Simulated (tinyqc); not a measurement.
The fan of levels: Landau levels of massive Dirac electrons in two valleys.

H = hv (tau kx sx + ky sy) + (D/2) sz. Conduction levels E_N = sqrt(D^2/4 + 2N hv^2/l^2) - D/2 from the band edge; N = 1, 2, ... occur in both valleys, N = 0 in one valley only (its partner in the other valley lies at the valence edge). Each state is twofold in spin; spin splittings are left out.

In a field B along z: l = 1/sqrt((e/hbar) B) is the magnetic length, n_B = B/(h/e) the number of states per area in one level, hbar wc = 2 muB B/m for mass m in m0; 1/angstrom^2 = 1e16/cm^2.

Constants: e/hbar = 1.519267448e-05 1/(T angstrom^2); h/e = 413566.7697 T angstrom^2; muB = 5.788381798e-05 eV/T.

Values chosen for the exercise (out of a larger set: a gapped graphene sheet; not measured data): hv = 6.5 eV angstrom (hbar v); D = 0.12 eV (gap); Bs = (2, 4, 6, 8, 10, 12, 15) T (fields).

The four lowest levels against B, with their labels in order.

Levels (meV):

| B (T) | first | second | third | fourth | order |
|---|---|---|---|---|---|
| 2.00 | 0.00 | 18.53 | 33.46 | 46.31 | 0 1 2 3 |
| 4.00 | 0.00 | 33.46 | 57.77 | 77.86 | 0 1 2 3 |
| 8.00 | 0.00 | 57.77 | 95.37 | 125.50 | 0 1 2 3 |
| 10.0 | 0.00 | 68.21 | 111.10 | 145.22 | 0 1 2 3 |
| 12.0 | 0.00 | 77.86 | 125.50 | 163.20 | 0 1 2 3 |
| 15.0 | 0.00 | 91.18 | 145.22 | 187.73 | 0 1 2 3 |

Give the missing row, B (T) = 6.00.

Computed row:
```
B (T)  first  second  third  fourth    order
6.00    0.00   46.31  77.86  103.43  0 1 2 3
```

The fourth level grows as B^0.75 over the first two rows and B^0.63 over the last two (1 for a parabolic band without a fixed offset such as a valley splitting, 1/2 for massless Dirac electrons). The order of the levels does not change. Level 1 follows hbar wc = 2 hv^2/(l^2 D) while that is small against D: 160.5 meV against 91.2 meV in the last row.

Program tinyqc; command `OMP_NUM_THREADS=1 python tinyqc.py 1251096 1251097 out.jsonl`; about 0.01 s on one thread of a shared Intel(R) Xeon(R) Processor @ 2.30GHz.
